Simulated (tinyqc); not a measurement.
Doping and barrier from two capacitances.

Inverse problem. A Schottky diode on a uniformly doped n-type layer obeys (A/C)^2 = 2 (Vbi - V - Vt)/(q eps0 eps_r Nd) in reverse bias, with phiB = Vbi + Vt ln(Nc/Nd) and image force ignored. Find Nd, Vbi and phiB.

Values chosen for this exercise; band and dielectric values close to those of silicon: temperature T = 325 K; relative permittivity eps_r = 11.7; conduction-band density of states at T Nc = 3.13e19 cm^-3; diode area A = 0.00027 cm^2.

Constants: q = 1.602176634e-19 C, kB = 1.380649e-23 J/K, Vt = kB T/q, eps0 = 8.8541878128e-14 F/cm where lengths are in cm. Results are converted to the units shown.

C at V = -1 and -5 V (pF): [13.411436, 6.7283889]

Answer. The slope of (A/C)^2 against -V gives Nd, the intercept Vbi - Vt, and the Fermi-level depth Vt ln(Nc/Nd) is added for the barrier.

Nd = 4.00e16 cm^-3
Vbi = 0.373 V
phiB = 0.560 eV

Program tinyqc, `OMP_NUM_THREADS=1 python tinyqc.py 2020060 2020061 out.jsonl`; Intel Xeon 2.30GHz, shared host, one thread, about 0.05 s.
